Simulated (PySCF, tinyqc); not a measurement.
Worked calculation: RHF in the sto-6g basis, for H4, spin multiplicity 1. The lowest restricted solution is unstable here: a spin-polarised one lies 0.0852 hartree lower (PySCF). Computed by tinyqc, a small Python program that keeps every step (integrals from PySCF). Settings: charge = 0, multiplicity = 1, basis = sto-6g, energy threshold = 1e-10, iteration cap = 76, orthogonalisation = symmetric, start = Wolfsberg-Helmholz matrix, DIIS depth = 0, method = RHF. Command: `OMP_NUM_THREADS=1 python tinyqc.py 22725 22726 out.jsonl` (the two numbers bound the seeds that draw the settings). One thread of a shared host (Intel(R) Xeon(R) Processor @ 2.60GHz), about 0.06 s of CPU time with the checks. Later iterations appear only in the table of the cycle.

## One-electron integrals

Geometry (angstrom):
```
atom         x         y         z
H     0.000000  0.000000  0.000000
H     0.000000  0.000000  1.413000
H     0.000000  1.911000  0.000000
H     0.000000  1.911000  1.413000
```

Basis sto-6g: exponents (1/bohr^2) and contraction coefficients of normalised primitives:
```
element  l (shell)   exponent  coefficient
H            s (1)  35.523221     0.009164
H            s (1)   6.513144     0.049361
H            s (1)   1.822143     0.168538
H            s (1)   0.625955     0.370563
H            s (1)   0.243077     0.416492
H            s (1)   0.100112     0.130334
```

Overlap, kinetic and nuclear-attraction integrals over the contracted functions; the nuclear repulsion is the sum of Za Zb / Rab.

nuclear repulsion = 1.74814720 hartree

overlap S:
```
          1H 1s     2H 1s     3H 1s     4H 1s
1H 1s  1.000000  0.290564  0.138111  0.064475
2H 1s  0.290564  1.000000  0.064475  0.138111
3H 1s  0.138111  0.064475  1.000000  0.290564
4H 1s  0.064475  0.138111  0.290564  1.000000
```

kinetic energy T (hartree):
```
           1H 1s      2H 1s      3H 1s      4H 1s
1H 1s   0.768522   0.018403  -0.010528  -0.011080
2H 1s   0.018403   0.768522  -0.011080  -0.010528
3H 1s  -0.010528  -0.011080   0.768522   0.018403
4H 1s  -0.011080  -0.010528   0.018403   0.768522
```

nuclear attraction V (hartree):
```
           1H 1s      2H 1s      3H 1s      4H 1s
1H 1s  -2.111268  -0.539612  -0.239059  -0.113550
2H 1s  -0.539612  -2.111268  -0.113550  -0.239059
3H 1s  -0.239059  -0.113550  -2.111268  -0.539612
4H 1s  -0.113550  -0.239059  -0.539612  -2.111268
```

core Hamiltonian H = T + V (hartree):
```
           1H 1s      2H 1s      3H 1s      4H 1s
1H 1s  -1.342746  -0.521209  -0.249587  -0.124630
2H 1s  -0.521209  -1.342746  -0.124630  -0.249587
3H 1s  -0.249587  -0.124630  -1.342746  -0.521209
4H 1s  -0.124630  -0.249587  -0.521209  -1.342746
```

## Two-electron integrals

Functions are numbered as in S; the eight-fold symmetry (ij|kl) = (ji|kl) = (kl|ij) leaves the list below.

Two-electron integrals (ij|kl) in chemists' order, unique and non-zero (hartree):
```
(11|11) 0.774999   (21|11) 0.159680   (21|21) 0.048856   (22|11) 0.364626
(22|21) 0.159680   (22|22) 0.774999   (31|11) 0.065799   (31|21) 0.015818
(31|22) 0.041746   (31|31) 0.009872   (32|11) 0.024514   (32|21) 0.007881
(32|22) 0.027188   (32|31) 0.003884   (32|32) 0.001958   (33|11) 0.275584
(33|21) 0.074511   (33|22) 0.222460   (33|31) 0.065799   (33|32) 0.027188
(33|33) 0.774999   (41|11) 0.027188   (41|21) 0.007881   (41|22) 0.024514
(41|31) 0.003884   (41|32) 0.001912   (41|33) 0.024514   (41|41) 0.001958
(42|11) 0.041746   (42|21) 0.015818   (42|22) 0.065799   (42|31) 0.006276
(42|32) 0.003884   (42|33) 0.041746   (42|41) 0.003884   (42|42) 0.009872
(43|11) 0.074511   (43|21) 0.022560   (43|22) 0.074511   (43|31) 0.015818
(43|32) 0.007881   (43|33) 0.159680   (43|41) 0.007881   (43|42) 0.015818
(43|43) 0.048856   (44|11) 0.222460   (44|21) 0.074511   (44|22) 0.275584
(44|31) 0.041746   (44|32) 0.024514   (44|33) 0.364626   (44|41) 0.027188
(44|42) 0.065799   (44|43) 0.159680   (44|44) 0.774999
```

## Orthogonalisation

S = U s U^T; symmetric (Loewdin) form X = U s^(-1/2) U^T, so that X^T S X = 1.

eigenvalues of S: 0.635799  0.783073  1.087978  1.493150

X:
```
           1H 1s      2H 1s      3H 1s      4H 1s
1H 1s   1.040315  -0.151773  -0.066105  -0.004070
2H 1s  -0.151773   1.040315  -0.004070  -0.066105
3H 1s  -0.066105  -0.004070   1.040315  -0.151773
4H 1s  -0.004070  -0.066105  -0.151773   1.040315
```

## Starting guess

The start is the generalised Wolfsberg-Helmholz matrix (K = 1.75) built on H; D = 2 C_occ C_occ^T.

D at the start:
```
           1H 1s      2H 1s      3H 1s      4H 1s
1H 1s   0.794431   0.794431  -0.124706  -0.124706
2H 1s   0.794431   0.794431  -0.124706  -0.124706
3H 1s  -0.124706  -0.124706   0.794431   0.794431
4H 1s  -0.124706  -0.124706   0.794431   0.794431
```

## Iteration 1: building the Fock matrix

J_ij = sum D_kl (ij|kl), K_ij = sum D_kl (ik|jl); F = H + J - 0.5 K; E = tr D H + tr D J / 2 - 0.25 tr D K + E_nn.

Coulomb J (hartree):
```
          1H 1s     2H 1s     3H 1s     4H 1s
1H 1s  1.633393  0.473747  0.215176  0.104288
2H 1s  0.473747  1.633393  0.104288  0.215176
3H 1s  0.215176  0.104288  1.633393  0.473747
4H 1s  0.104288  0.215176  0.473747  1.633393
```

exchange K (hartree):
```
          1H 1s     2H 1s     3H 1s     4H 1s
1H 1s  0.894671  0.572431  0.122947  0.096047
2H 1s  0.572431  0.894671  0.096047  0.122947
3H 1s  0.122947  0.096047  0.894671  0.572431
4H 1s  0.096047  0.122947  0.572431  0.894671
```

Fock matrix F (hartree):
```
           1H 1s      2H 1s      3H 1s      4H 1s
1H 1s  -0.156689  -0.333678  -0.095885  -0.068366
2H 1s  -0.333678  -0.156689  -0.068366  -0.095885
3H 1s  -0.095885  -0.068366  -0.156689  -0.333678
4H 1s  -0.068366  -0.095885  -0.333678  -0.156689
```

total energy of this density = -1.85824311 hartree

## Iteration 1: diagonalisation and new density

Diagonalise F' = X^T F X, C = X C', fill 2 alpha and 2 beta electrons from the bottom; D = 2 C_occ C_occ^T. Each column has its largest component positive (the first on a tie).

F' = X^T F X (hartree):
```
           1          2          3          4
1  -0.056407  -0.312672  -0.067362  -0.001972
2  -0.312672  -0.056407  -0.001972  -0.067362
3  -0.067362  -0.001972  -0.056407  -0.312672
4  -0.001972  -0.067362  -0.312672  -0.056407
```

orbital energies (hartree): MO1 -0.438413, MO2 -0.299745, MO3 0.190876, MO4 0.321655

coefficients C:
```
            MO1        MO2        MO3        MO4
1H 1s  0.409184   0.479358   0.565027   0.627061
2H 1s  0.409184   0.479358  -0.565027  -0.627061
3H 1s  0.409184  -0.479358   0.565027  -0.627061
4H 1s  0.409184  -0.479358  -0.565027   0.627061
```

D after iteration 1:
```
           1H 1s      2H 1s      3H 1s      4H 1s
1H 1s   0.794431   0.794431  -0.124706  -0.124706
2H 1s   0.794431   0.794431  -0.124706  -0.124706
3H 1s  -0.124706  -0.124706   0.794431   0.794431
4H 1s  -0.124706  -0.124706   0.794431   0.794431
```

## Iteration 2: building the Fock matrix

As before.

Coulomb J (hartree):
```
          1H 1s     2H 1s     3H 1s     4H 1s
1H 1s  1.633393  0.473747  0.215176  0.104288
2H 1s  0.473747  1.633393  0.104288  0.215176
3H 1s  0.215176  0.104288  1.633393  0.473747
4H 1s  0.104288  0.215176  0.473747  1.633393
```

exchange K (hartree):
```
          1H 1s     2H 1s     3H 1s     4H 1s
1H 1s  0.894671  0.572431  0.122947  0.096047
2H 1s  0.572431  0.894671  0.096047  0.122947
3H 1s  0.122947  0.096047  0.894671  0.572431
4H 1s  0.096047  0.122947  0.572431  0.894671
```

Fock matrix F (hartree):
```
           1H 1s      2H 1s      3H 1s      4H 1s
1H 1s  -0.156689  -0.333678  -0.095885  -0.068366
2H 1s  -0.333678  -0.156689  -0.068366  -0.095885
3H 1s  -0.095885  -0.068366  -0.156689  -0.333678
4H 1s  -0.068366  -0.095885  -0.333678  -0.156689
```

total energy of this density = -1.85824311 hartree

## Iteration 2 (converged): orbitals

As before.

F' = X^T F X (hartree):
```
           1          2          3          4
1  -0.056407  -0.312672  -0.067362  -0.001972
2  -0.312672  -0.056407  -0.001972  -0.067362
3  -0.067362  -0.001972  -0.056407  -0.312672
4  -0.001972  -0.067362  -0.312672  -0.056407
```

orbital energies (hartree): MO1 -0.438413, MO2 -0.299745, MO3 0.190876, MO4 0.321655

coefficients C:
```
            MO1        MO2        MO3        MO4
1H 1s  0.409184   0.479358   0.565027   0.627061
2H 1s  0.409184   0.479358  -0.565027  -0.627061
3H 1s  0.409184  -0.479358   0.565027  -0.627061
4H 1s  0.409184  -0.479358  -0.565027   0.627061
```

D after iteration 2:
```
           1H 1s      2H 1s      3H 1s      4H 1s
1H 1s   0.794431   0.794431  -0.124706  -0.124706
2H 1s   0.794431   0.794431  -0.124706  -0.124706
3H 1s  -0.124706  -0.124706   0.794431   0.794431
4H 1s  -0.124706  -0.124706   0.794431   0.794431
```

## Convergence

Stop when the energy changes by less than 1e-10 hartree and every element of the error matrix X^T (F D S - S D F) X is below 3e-06.

Course of the cycle:
```
iteration  E (hartree)     change  largest element of the error matrix
1          -1.85824311          -                             1.63e-15
2          -1.85824311  -1.78e-15                             6.71e-16
```

PySCF RHF in the same basis = -1.85824311 hartree

Converged in 2 iterations.

## Populations, bond orders and dipole

Mulliken: Z minus the diagonal of D S on the atom; Loewdin: the same with S^(1/2) D S^(1/2); Mayer order: 2 sum_s sum (D(s) S)_ij (D(s) S)_ji over the two atoms.

Charges (e):
```
atom  Mulliken  Loewdin
1H           0        0
2H           0        0
3H           0        0
4H           0        0
```

Mayer bond orders:
```
pair     order
2-1   1.000000
3-1          0
3-2          0
4-1          0
4-2          0
4-3   1.000000
```

dipole moment about the origin, x y z (debye): 0.000000  0.000000  0.000000
